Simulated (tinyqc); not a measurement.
Inside a calculation. Model: biaxially strained (001) channel, valley splitting in an inversion layer.

Computed by the program tinyqc: `OMP_NUM_THREADS=1 python tinyqc.py 2530076 2530077 out.jsonl`, one thread of a shared Intel Xeon 2.30GHz, about 0.03 s for the whole run. Printed values are rounded.

A thin layer grown on a relaxed buffer is stretched in the plane. The two valleys with their long axis along the growth direction (D2) sink against the four in-plane ones (D4); confinement in a triangular well splits them too. Only the lowest subband of each set is kept; one relaxation time, so the weakening of intervalley scattering is left out.

Inputs (values chosen for the exercise); values close to those of silicon on relaxed silicon-germanium: temperature T = 325 K; germanium share of the relaxed buffer x = 0.15; lattice mismatch per unit x b1 = 0.0418; elastic constant c11 = 171 GPa; elastic constant c12 = 65 GPa; shear deformation potential Xu = 8.89 eV; longitudinal mass ml = 0.889 m0; transverse mass mt = 0.186 m0; confining field F = 0.41 MV/cm; inversion density Ns = 5.4e12 cm^-2.

Constants: q = 1.602176634e-19 C, kB = 1.380649e-23 J/K, hbar = 1.054571817e-34 J s, m0 = 9.1093837015e-31 kg, Vt = kB T/q, hbar^2/(2 m0) = 0.0380998212 eV nm^2. Results are converted to the units shown.

## Strain, stress and splitting

e_par = b1 x, e_perp = -2 (c12/c11) e_par, splitting D = Xu (e_par - e_perp), in-plane stress (c11 + c12 - 2 c12^2/c11) e_par.

e_par = 0.627 %
e_perp = -0.476667 %
D = 98.1160 meV
stress = 1.16989 GPa

## Subband edges and densities of states

Levels E(m) = 2.33811 (hbar^2 q^2 F^2/(2 m))^(1/3): E2 = E(ml), E4 = E(mt) + D; N2 = 2 mt kB T/(pi hbar^2), N4 = 4 sqrt(mt ml) kB T/(pi hbar^2).

E2 = 0.0972884 eV
E4 = 0.261995 eV
N2 = 4.35208e12 cm^-2
N4 = 1.90292e13 cm^-2

Of the gap E4 - E2 = 165 meV, confinement gives 66.6 meV.

## Iteration 1: Fermi level by Newton steps

EF at the start = 0.0973 eV

f = N2 ln(1 + exp((EF - E2)/Vt)) + N4 ln(1 + exp((EF - E4)/Vt)) - Ns, f' = [N2/(1 + exp((E2 - EF)/Vt)) + N4/(1 + exp((E4 - EF)/Vt))]/Vt, EF(new) = EF - f/f'.

f = -2.32940e12 cm^-2
f' = 7.96065e13 cm^-2/eV
EF after iteration 1 = 0.126561 eV

## Iteration 2: Fermi level by Newton steps

As before.

f = 6.10674e11 cm^-2
f' = 1.20323e14 cm^-2/eV
EF after iteration 2 = 0.121486 eV

## Course of the iteration: Fermi level by Newton steps

Stop when EF changes by less than 1e-10 eV, or after 40 iterations.

Course of the iteration:
```
iteration,EF (eV),|change| (eV)
1,0.126561,0.0293
2,0.121486,5.08e-3
3,0.121342,1.45e-4
4,0.121341,1.21e-7
5,0.121341,8.50e-14
```

Converged in 5 iterations. At the end the number of correct digits about doubles with each step.

## Share of the light valleys and conductivity mass

EF = 0.121341 eV

EF solves Ns = N2 ln(1 + exp((EF - E2)/Vt)) + N4 ln(1 + exp((EF - E4)/Vt)); f2 is the share in D2, and 1/mc = f2/mt + (1 - f2)(1/mt + 1/ml)/2.

f2 = 0.976854
mc = 0.187718 m0

Without strain f2 would be 0.631 and mc 0.218 m0, so repopulation alone gains 16 % in mobility.
